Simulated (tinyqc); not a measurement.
Deep-level transient spectroscopy (DLTS) of one majority-carrier trap: one step, computed by the program tinyqc.

A filling pulse loads the traps in a one-sided junction; under reverse bias they empty at the rate e, and the capacitance relaxes as C(t) = C_0 - dC exp(-e t). The signal is S = [C(t_2) - C(t_1)]/dC.

Problem. Rate window and signal. S(e) = exp(-e t_1) - exp(-e t_2) peaks at the rate window e_0 = ln(t_2/t_1)/(t_2 - t_1).

Inputs (values chosen for the exercise, with mass and screening modelled on CdS): gate time t_1 = 0.0003 s; ratio t_2/t_1 = 2.5; temperature T = 369 K.

Carriers: electrons. Extra term: Poole-Frenkel lowering.

emission rate e = 80.22469 1/s

Give: rate window e_0; peak height S_max; signal at T.

Solution.

rate window e_0 = 2036.2 1/s

peak height S_max = 0.32573

signal at T = 0.034614

At this T the trap empties slower than the window, by a factor 25.4: the point lies on the low-temperature side of the peak.
